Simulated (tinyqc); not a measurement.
Correlation length: interface roughness in a thin film (subband fluctuation and scattering).

Square well of width t, barriers V0, c = hbar^2/2m0: E1 solves k t + 2 atan[(k/mz)/(kappa/mb)] = pi, k = sqrt(mz E/c), kappa = sqrt(mb (V0 - E)/c). One interface is rough, so the subband edge fluctuates by G dt with G = |dE1/dt| (central difference of 0.01 angstrom; 2 E1/t for hard walls).

Gaussian roughness spectrum S(q) = pi D^2 Lc^2 exp(-q^2 Lc^2/4). Degenerate gas, taken to fill one subband (the second starts to fill once c kF^2/md exceeds E2 - E1, which is not tested here): kF = sqrt(2 pi Ns/gv), q = 2 kF sin(theta/2), 1/tau = (md/(2 pi c hbar)) G^2 times the integral from 0 to pi of S(q)(1 - cos theta)/eps(q)^2 dtheta, eps(q) = 1 + qs/q with screening (qs = gv md q0/(c eps), q0 = e^2/(4 pi eps0), form factors left out, which overstates the screening; other scattering is left out too, so these values lie far above measured mobilities in all but the thinnest films) or 1 without; mobility = tau c2/md with c2 = e/m0 = 1.75882e15 cm^2/(V s^2); 1e12/cm^2 = 1e-4/angstrom^2.

Constants: hbar^2/2m0 = 3.80998211 eV angstrom^2; hbar = 6.58211957e-16 eV s; e^2/(4 pi eps0) = 14.39964547 eV angstrom.

Values chosen for the exercise (near those of a thin GaN channel; not measured data): t = 42 angstrom (film thickness); mz = 0.194 m0 (confinement mass); V0 = 1.93 eV (barrier); mb = 0.32 m0 (barrier mass); md = 0.202 m0 (mass in the plane); gv = 1 (valleys); D = 2.4 angstrom (rms height of the roughness); Ns = 2.7 x 1e12/cm^2 (sheet density); eps = 9.9 (mean dielectric constant at the channel); Ll = (4, 8, 14, 22, 35, 55, 90) angstrom (correlation lengths).

Fixed D; bare and screened mobility.

Results:
```
Lc (angstrom)  kF Lc  bare mobility (cm^2/(V s))  screened mobility (cm^2/(V s))
4               0.16                    8.09e+04                        3.61e+05
8               0.33                    2.15e+04                        9.63e+04
14              0.58                    8.27e+03                        3.76e+04
22              0.91                    4.74e+03                        2.23e+04
35              1.44                    4.20e+03                        2.20e+04
55              2.27                    6.91e+03                        5.19e+04
90              3.71                    1.33e+04                        2.06e+05
```

What can be read from this table?

The bare mobility is lowest at Lc = 35 angstrom of those listed (kF Lc = 1.44). The screened mobility is lowest at Lc = 35 angstrom of those listed (kF Lc = 1.44). Short roughness averages out (mobility as 1/Lc^2; the first two rows give exponent -1.91), and long roughness deflects only by small angles (bare mobility rising as Lc; the last two rows give 1.33).

Computed by tinyqc, a small Python program: `OMP_NUM_THREADS=1 python tinyqc.py 1252740 1252741 out.jsonl` (the numbers bound the seed that draws the inputs); one thread of a shared host (Intel(R) Xeon(R) Processor @ 2.30GHz), about 0.01 s for the whole set of steps.
